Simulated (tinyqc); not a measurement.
# Weibull slope from two areas

Problem. Oxide breakdown times follow a Weibull law, F = 1 - exp(-(t/t63)^beta). For defects spread at random t63 goes as A^(-1/beta). Find beta and the time at which the share Fp of the area-A2 devices has failed, t63(A2) (-ln(1 - Fp))^(1/beta).

Inputs (values chosen for the exercise):
- A1 = 2.2 um^2 (area of a test capacitor)
- A2 = 4.5e5 um^2 (gate area of the product)
- Fp = 0.001 (allowed share of failed products)

t63 at the areas A1 and A2 (s): [170, 5.1651198]

Answer. beta = ln(A2/A1)/ln(t63(A1)/t63(A2)).

beta = 3.500
time to Fp = 0.7178 s

Program tinyqc, `OMP_NUM_THREADS=1 python tinyqc.py 2070034 2070035 out.jsonl`; Intel Xeon 2.30GHz, shared host, one thread, about 0.01 s.
